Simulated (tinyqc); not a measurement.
Inside a calculation. Method: Hubbard chain of 6 sites. Computed by tinyqc, a small Python program that keeps every step. Settings: hopping = 1.21, U = 5.9, mixing = 0.5, iteration cap = 73. Command: `OMP_NUM_THREADS=1 python tinyqc.py 21869 21870 out.jsonl` (the two numbers bound the seeds that draw the settings). One thread of a shared host (Intel(R) Xeon(R) Processor @ 2.60GHz), about 0.4 s of CPU time with the checks.

one-body matrix (hopping and site energies) (eV), lower triangle:
```
,1,2,3,4,5,6
1,0.8800
2,-1.2100,-0.2100
3,0.0000,-1.2100,0.4900
4,0.0000,0.0000,-1.2100,-0.7500
5,0.0000,0.0000,0.0000,-1.2100,-0.2700
6,0.0000,0.0000,0.0000,0.0000,-1.2100,-0.2000
```

U = 5.9000 eV

electrons, up and down: 3  3

n(up) at the start (a guess, not normalised): 1 0.5000, 2 0.5000, 3 0.5000, 4 0.5000, 5 0.5000, 6 0.5000

n(down) at the start (a guess): 1 0.5000, 2 0.5000, 3 0.5000, 4 0.5000, 5 0.5000, 6 0.5000

Each step fills the lowest levels of T + U n(other spin) and sets n(new) = n + mixing (n(out) - n); stop when output and input agree to 1e-8.

Course of the cycle:
```
iteration,E (eV),largest |n(out) - n(in)|,mean |n_up - n_down|
1,0.879746,2.83e-01,0.0000
2,0.511363,1.70e-01,0.0000
3,0.411543,1.48e-01,0.0000
4,0.359726,1.23e-01,0.0000
5,0.314880,1.16e-01,0.0000
6,0.288170,1.06e-01,0.0000
7,0.260992,9.87e-02,0.0000
8,0.244109,9.08e-02,0.0000
9,0.226245,8.45e-02,0.0000
10,0.214749,7.81e-02,0.0000
11,0.202443,7.29e-02,0.0000
...,...,...,...
63,0.133036,3.12e-03,0.0000
64,0.133022,2.94e-03,0.0000
65,0.133009,2.78e-03,0.0000
66,0.132998,2.62e-03,0.0000
67,0.132988,2.47e-03,0.0000
68,0.132979,2.33e-03,0.0000
69,0.132971,2.20e-03,0.0000
70,0.132964,2.07e-03,0.0000
71,0.132957,1.95e-03,0.0000
72,0.132952,1.84e-03,0.0000
73,0.132947,1.74e-03,0.0000
```

Can the last value be used, and what does the course show?

Not by the stop rule. Not converged within 73 iterations: the residual falls steadily but slowly, by a factor of about 0.94 a step. The lowest mean-field energy found from random starts is -2.49165 eV. Reruns (cap 100 unless said): mixing 0.2: converged in 45 to a higher stationary point (E = 0.13291); mixing 0.9: not converged; the original settings with a cap of 400: converged in 279 to a higher stationary point (E = 0.13291).
